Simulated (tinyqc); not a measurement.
Relaxation at fixed composition: composition and strain of an epitaxial Si(1-x)Ge(x) layer from Raman and X-ray peaks. Computed by tinyqc, a small Python program. Command: `OMP_NUM_THREADS=1 python tinyqc.py 3017240 3017241 out.jsonl epiraman walk`. One thread of a shared host (Intel(R) Xeon(R) Processor @ 2.30GHz), about 0.01 s of CPU time with the checks.

A (001) layer, biaxially strained in the plane. The Raman peaks follow empirical lines omega = w0 + c1 x + c3 x^3 + b eps (c3 for Si-Ge alone), with eps the in-plane strain.

Inputs (values chosen for the exercise, modelled on silicon-germanium):
```
quantity                        value      unit
Ge fraction x                    0.82         -
lattice constant of Si          5.431  angstrom
lattice constant of Ge          5.658  angstrom
bowing B                        0.024  angstrom
2 C12/C11 of Si                 0.775         -
2 C12/C11 of Ge                 0.756         -
Si-Si: w0                       521.2      1/cm
Si-Si: c1                       -68.3      1/cm
Si-Si: strain coefficient b      -720      1/cm
Ge-Ge: w0                       280.4      1/cm
Ge-Ge: c1                        18.6      1/cm
Ge-Ge: strain coefficient b      -453      1/cm
X-ray wavelength             1.540598  angstrom
```

Substrate: germanium.

Method:
- Relaxed lattice constant a(x) = a_Si + (a_Ge - a_Si) x - B x (1 - x).
- In-plane constant a_par = a_sub + R (a(x) - a_sub); eps = a_par/a(x) - 1; eps_perp = -(2 C12/C11) eps with 2 C12/C11 linear in x; a_perp = a(x) (1 + eps_perp).
- (004) Bragg angle theta = arcsin(2 lambda/a), with a = a_perp for the layer and a_sub for the substrate; separation = layer less substrate. The apparent x is the one that a fully strained layer (R = 0) would need to give the same a_perp.

Signatures; columns: (1) R; (2) eps (per mille); (3) Si-Si (1/cm); (4) Ge-Ge (1/cm); (5) a_perp (angstrom); (6) (004) separation (arcsec); (7) apparent x if R = 0 is assumed:
```
(1)      (2)     (3)     (4)     (5)     (6)      (7)
0.00  7.9098  459.50  292.07  5.5799  1880.7  0.82000
0.15  6.7233  460.35  292.61  5.5849  1757.0  0.83183
0.30  5.5369  461.21  293.14  5.5900  1633.5  0.84363
0.50  3.9549  462.35  293.86  5.5967  1469.4  0.85933
0.70  2.3729  463.49  294.58  5.6035  1305.7  0.87498
0.85  1.1865  464.34  295.11  5.6085  1183.3  0.88669
1.00  0.0000  465.19  295.65  5.6136  1061.1  0.89838
```

What does the comparison show, and why?

Full relaxation moves the Si-Si peak by +5.70 per cm and shrinks the X-ray separation to 56 % of its strained value, about 1/(1 + 2 C12/C11). A symmetric reflection alone cannot part x from R: a relaxed layer read as strained gives x = 0.898 in place of 0.82. An asymmetric reflection or a second peak is needed.

Extremes, crossings and ranges named in words are read from the listed rows.
